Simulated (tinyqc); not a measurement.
# Capacitance measurement on a leaky thin oxide: effects of series resistance and leakage: effects of single changes

The device is a capacitance C in parallel with a leakage conductance G, in series with Rs and Ls. An impedance meter reports either a parallel pair (Cp, Gp) from Y = 1/Z = Gp + i w Cp or a series pair (Cs, Rm) from Z = Rm + 1/(i w Cs); w = 2 pi f, dissipation D = Gp/(w |Cp|).

Parameters, values chosen for the exercise; values of the order met in thin-oxide MOS capacitors: relative permittivity of the gate insulator (close to silicon dioxide) eox = 3.9; insulator thickness tox = 1.3 nm; gate area A = 400 um^2; oxide-equivalent thickness added by the accumulation layer zc = 0.37 nm; oxide-equivalent thickness added by gate depletion zp = 0 nm; gate leakage current density, not matched to the thickness Jg = 0.95 A/cm^2; voltage for an e-fold rise of the leakage Vs = 0.23 V; series resistance Rs = 65 ohm; series inductance Ls = 0 nH; measuring frequency f = 10000 Hz.

Constants: eps0 = 8.8541878128e-14 F/cm where lengths are in cm. Results are converted to the units shown.

Each table varies one quantity; the others keep the values above.

## Readings against frequency

EOT = 3.9 tox/eox; CET = EOT + zc + zp; C = 3.9 eps0 A/CET; G = Jg A/Vs. Z = Rs + i w Ls + 1/(G + i w C); CET read from Cp = 3.9 eps0 A/Cp; errors under 0.001 % are printed as 0.

The same in every row: C (pF) = 8.2710.

Results:

| f (Hz) | Cp (pF) | Cs (pF) | D | error of Cp (%) | error of Cs (%) | CET read from Cp (nm) |
|---|---|---|---|---|---|---|
| 1000 | 8.2532 | 8.3599e5 | 318.26 | -0.214 | 1.01e7 | 1.6736 |
| 3000 | 8.2532 | 92895 | 106.09 | -0.214 | 1.12e6 | 1.6736 |
| 10000 | 8.2532 | 8368.1 | 31.826 | -0.214 | 1.01e5 | 1.6736 |
| 30000 | 8.2532 | 937.14 | 10.609 | -0.214 | 1.12e4 | 1.6736 |
| 1e5 | 8.2532 | 91.869 | 3.1830 | -0.214 | 1010 | 1.6736 |
| 3e5 | 8.2532 | 17.560 | 1.0619 | -0.215 | 112 | 1.6736 |
| 1e6 | 8.2531 | 9.1070 | 0.32164 | -0.216 | 10.1 | 1.6736 |
| 1e7 | 8.2439 | 8.2793 | 0.065605 | -0.328 | 0.101 | 1.6755 |
| 3e7 | 8.1695 | 8.2719 | 0.11195 | -1.23 | 0.0112 | 1.6907 |

Estimate the missing row, f = 3e6 Hz.

Computed row:

| f (Hz) | Cp (pF) | Cs (pF) | D | error of Cp (%) | error of Cs (%) | CET read from Cp (nm) |
|---|---|---|---|---|---|---|
| 3e6 | 8.2524 | 8.3639 | 0.11622 | -0.225 | 1.12 | 1.6738 |

With this row back in the table: D goes from 318 through a minimum of 0.0656 (at f = 1e7 Hz among the rows listed) to 0.112; without inductance its minimum lies at f = sqrt(G (1 + G Rs)/Rs)/(2 pi C) = 9.71e6 Hz. The error of Cp goes from -0.214 to -1.23 % and that of Cs from 1.01e7 to 0.0112 %; at low frequency Cp tends to C/(1 + G Rs)^2 and Cs grows as 1 + (G/(w C))^2. One of the two readings is within 2 % of C for f = 1000, 3000, 10000, 30000, 1e5, 3e5, 1e6, 3e6, 1e7, 3e7 Hz. For f = 1000, 3000, 10000, 30000, 1e5, 3e5 D exceeds 1, where the accuracy of real meters degrades in proportion to sqrt(1 + D^2).

## Effect of the gate leakage current density, not matched to the thickness

Same model as above.

The same in every row: C (pF) = 8.2710.

Result of one run:

| Jg (A/cm^2) | Cp (pF) | Cs (pF) | D | error of Cp (%) | error of Cs (%) | CET read from Cp (nm) |
|---|---|---|---|---|---|---|
| 30 | 7.7373 | 8.3366e6 | 1038.0 | -6.45 | 1.01e8 | 1.7852 |

What becomes of these results when the gate leakage current density, not matched to the thickness Jg is changed from 30 to 0.0001 A/cm^2, all else the same?

Result of the changed run:

| Jg (A/cm^2) | Cp (pF) | Cs (pF) | D | error of Cp (%) | error of Cs (%) | CET read from Cp (nm) |
|---|---|---|---|---|---|---|
| 0.0001 | 8.2710 | 8.2711 | 0.0033803 | 0 | 1.12e-3 | 1.6700 |

The whole series:

| Jg (A/cm^2) | Cp (pF) | Cs (pF) | D | error of Cp (%) | error of Cs (%) | CET read from Cp (nm) |
|---|---|---|---|---|---|---|
| 1e-5 | 8.2710 | 8.2710 | 3.6843e-4 | 0 | 0 | 1.6700 |
| 0.0001 | 8.2710 | 8.2711 | 0.0033803 | 0 | 1.12e-3 | 1.6700 |
| 0.001 | 8.2710 | 8.2802 | 0.033499 | 0 | 0.112 | 1.6700 |
| 0.02 | 8.2706 | 11.976 | 0.66936 | -4.52e-3 | 44.8 | 1.6701 |
| 0.2 | 8.2672 | 378.79 | 6.6946 | -0.0452 | 4480 | 1.6708 |
| 2 | 8.2337 | 37060 | 67.082 | -0.451 | 4.48e5 | 1.6776 |
| 30 | 7.7373 | 8.3366e6 | 1038.0 | -6.45 | 1.01e8 | 1.7852 |
| 300 | 4.6122 | 8.3366e8 | 13444 | -44.2 | 1.01e10 | 2.9948 |

As Jg goes from 1e-5 to 300, the error of Cp goes from 0 to -44.2 %, that of Cs from 0 to 1.01e10 %, and D rises from 3.68e-4 to 13400. The CET read from Cp goes from 1.67 to 2.99 nm against the true 1.67 nm. For Jg = 0.2, 2, 30, 300 D exceeds 1, where the accuracy of real meters degrades in proportion to sqrt(1 + D^2).

Computed by the program tinyqc: `OMP_NUM_THREADS=1 python tinyqc.py 2022110 2022111 out.jsonl`, one thread of a shared Intel Xeon 2.30GHz, about 0.01 s for the whole run.
